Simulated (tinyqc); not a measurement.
Inside a calculation. Model: read current of a NAND string, cells in series solved by shooting.

Program tinyqc, `OMP_NUM_THREADS=1 python tinyqc.py 2142102 2142103 out.jsonl`; Intel Xeon 2.30GHz, shared host, one thread, about 0.8 s. Printed values are rounded.

Cells in series, numbered from 0 at the source line (0 V) to the bit line, each followed by a gap resistance Rg. A cell with gate Vg, threshold VT, source Vs and drain Vd passes I = 2 nf K Vt^2 [F(Vs) - F(Vd)]/(1 + th max(Vg - VT, 0)), F(V) = ln^2(1 + exp((Vg - VT - nf V)/(2 nf Vt))). The selected cell has Vg = Vr, the others Vg = Vp.

Parameters, values chosen for the exercise; values of the order met in vertical NAND strings: temperature T = 358 K; gain factor of a cell K = 5.1 uA/V^2; slope factor nf = 2; mobility reduction factor th = 0.05 1/V; resistance of the gap between cells Rg = 1.1 kohm; bit-line voltage Vbl = 0.5 V; pass voltage Vp = 7.3 V; read voltage on the selected word line Vr = 4.11 V.

Constants: q = 1.602176634e-19 C, kB = 1.380649e-23 J/K, Vt = kB T/q. Results are converted to the units shown.

## Step 1: node voltages for a trial current

first trial current = 1.1 uA

```
cell,thresholds from the source end (V)
0,-0.6
1,-0.6
2,2.3
3,-0.6
4,-0.6
5,-0.6
```

For a trial current I start at 0 V and, cell by cell (the selected one is cell 2), solve for the drain: sqrt(F(Vd)) = sqrt(F(Vs) - I/k), k = 2 nf K Vt^2/(1 + th max(Vg - VT, 0)), Vd = [Vg - VT - 2 nf Vt ln(exp(sqrt F) - 1)]/nf, then add I Rg.

```
cell,"node voltage after each cell and gap, trial 1 (V)"
0,0.0394818
1,0.0793538
2,0.238015
3,0.279977
4,0.322411
5,0.365332
```

## Step 2: node voltages for a trial current

second trial current = 1.3 uA

As before.

```
cell,"node voltage after each cell and gap, trial 2 (V)"
0,0.0467006
1,0.0939492
2,0.290127
3,0.340463
4,0.391490
5,0.443239
```

## Course of the secant iteration

Secant steps on the end voltage less Vbl, from the two trials; a trial above the saturation current of a cell has no solution and is moved halfway to the previous trial. Stop below 1e-9 V.

Course of the iteration:
```
iteration,I (uA),end voltage - Vbl (V),halvings
1,1.44571,3.48e-3,0
2,1.43729,-9.19e-5,0
3,1.43751,-1.50e-7,0
4,1.43751,6.48e-12,0
```

Converged in 4 iterations to I = 1.4375 uA. The selected cell takes 44.6 % of the bit-line voltage and the gaps together 1.90 %.
